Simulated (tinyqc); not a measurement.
Ballistic transport through the one-dimensional subbands of a rectangular nanowire or nanosheet channel: one step, computed by the program tinyqc.

Hard walls, parabolic subbands, transport along x. Energies are counted from the bulk conduction band edge at the top of the barrier, which the gate pulls down by U; the source Fermi level lies at the bulk edge when U = 0.

Problem. Subbands. E_pq = (hbar^2 pi^2/2)(p^2/(m_y b^2) + q^2/(m_z a^2)); valley pairs: (m_x, m_y, m_z) = (m_t, m_t, m_l), (m_t, m_l, m_t), (m_l, m_t, m_t), each with degeneracy g = 2; the 10 lowest subbands are kept.

Inputs (values chosen for the exercise, modelled on silicon):

| quantity | value | unit |
|---|---|---|
| light mass m_t | 0.18 | m_0 |
| heavy mass m_l | 0.899 | m_0 |
| height a | 3.7 | nm |
| width b | 7.7 | nm |

Valleys: silicon [100] wire.

Constants: hbar^2/(2 m_0) = 3.80998212 eV angstrom^2; k_B = 8.617333262e-05 eV/K.

Give: Subbands.

Solution.

Subbands:

| valley axis | p | q | E (meV) | m_x (m_0) |
|---|---|---|---|---|
| z | 1 | 1 | 65.8 | 0.180 |
| z | 1 | 2 | 157.4 | 0.180 |
| y | 1 | 1 | 159.7 | 0.180 |
| z | 2 | 1 | 171.5 | 0.180 |
| y | 2 | 1 | 180.8 | 0.180 |
| x | 1 | 1 | 187.8 | 0.899 |
| y | 3 | 1 | 216.1 | 0.180 |
| z | 2 | 2 | 263.2 | 0.180 |
| y | 4 | 1 | 265.5 | 0.180 |
| x | 2 | 1 | 293.5 | 0.899 |
